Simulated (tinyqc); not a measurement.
Carrier lifetime from Shockley-Read-Hall, radiative, Auger and surface recombination: one step, computed by the program tinyqc.

Energies are counted from the top of the valence band. Boltzmann statistics, full ionisation, and equal excess densities of electrons and holes.

Problem. Equilibrium densities. N_c = 2 M_c (2 pi m_e k_B T/h^2)^(3/2) and N_v = 2 (2 pi m_h k_B T/h^2)^(3/2), masses in units of m_0. n_i = sqrt(N_c N_v) exp(-E_g/2 k_B T); majority density N/2 + sqrt(N^2/4 + n_i^2), minority density n_i^2 over it.

Inputs (values chosen for the exercise, for a model semiconductor):
```
quantity             value   unit
gap E_g              0.758     eV
electron mass m_e   0.0322    m_0
valleys M_c              1      -
hole mass m_h        0.431    m_0
temperature T          250      K
doping N           4.2e+14  cm^-3
```

Doping: n-type. Surface term: two equal surfaces.

Constants: m_0 = 9.1093837015e-31 kg; k_B = 1.380649e-23 J/K; h = 6.62607015e-34 J s; k_B = 8.617333262e-05 eV/K.

Give: N_c; N_v; n_i; n_0; p_0.

Solution.

N_c = 1.103e+17 cm^-3

N_v = 5.402e+18 cm^-3

n_i = 1.767e+10 cm^-3

n_0 = 4.200e+14 cm^-3

p_0 = 7.434e+05 cm^-3
